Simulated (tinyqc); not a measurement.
Tunnelling through a two-layer gate stack, WKB transmission and Tsu-Esaki current: one step of the calculation.

Electrons leave the emitter at x = 0. Energies E (motion across the layers) are in eV from the emitter Fermi level; the collector Fermi level lies at -V and offers states at every E. No charge in the dielectric and no image force: F1 = V/(t1 + t2 eps1/eps2), F2 = F1 eps1/eps2; U = phi1 - F1 x in layer 1 and phi2 - F1 t1 - F2 (x - t1) in layer 2. With C = hbar^2/(2 m0), kappa = sqrt(m (U - E)/C) where U > E and 0 elsewhere; T(E) = exp(-S), S = 2 times the integral of kappa over x.

Task. Fields and band edges. F1 = V/(t1 + t2 eps1/eps2), F2 = F1 eps1/eps2; U = phi1 - F1 x in layer 1 and phi2 - F1 t1 - F2 (x - t1) in layer 2. EOT = 3.9 (t1/eps1 + t2/eps2).

Values chosen for this exercise; layer 1 close to aluminium oxide, layer 2 close to hafnium oxide: barrier of layer 1 above the emitter Fermi level at zero bias phi1 = 2.66 eV; tunnelling mass of layer 1 m1 = 0.38 m0; thickness of layer 1 t1 = 0.9 nm; relative permittivity of layer 1 eps1 = 9.02; barrier of layer 2 at zero bias phi2 = 1.46 eV; tunnelling mass of layer 2 m2 = 0.2 m0; thickness of layer 2 t2 = 2 nm; relative permittivity of layer 2 eps2 = 23; voltage across the dielectric V = 0.6 V.

Wanted: F1; F2; U at the end of layer 1; U at the start of layer 2; U at the end of layer 2; EOT.

Result.

F1 = 3.5622 MV/cm
F2 = 1.3970 MV/cm
U at the end of layer 1 = 2.3394 eV
U at the start of layer 2 = 1.1394 eV
U at the end of layer 2 = 0.86000 eV
EOT = 0.72827 nm

tinyqc, about 0.04 s, one thread, Intel Xeon 2.30GHz (shared host): `OMP_NUM_THREADS=1 python tinyqc.py 2540058 2540059 out.jsonl`
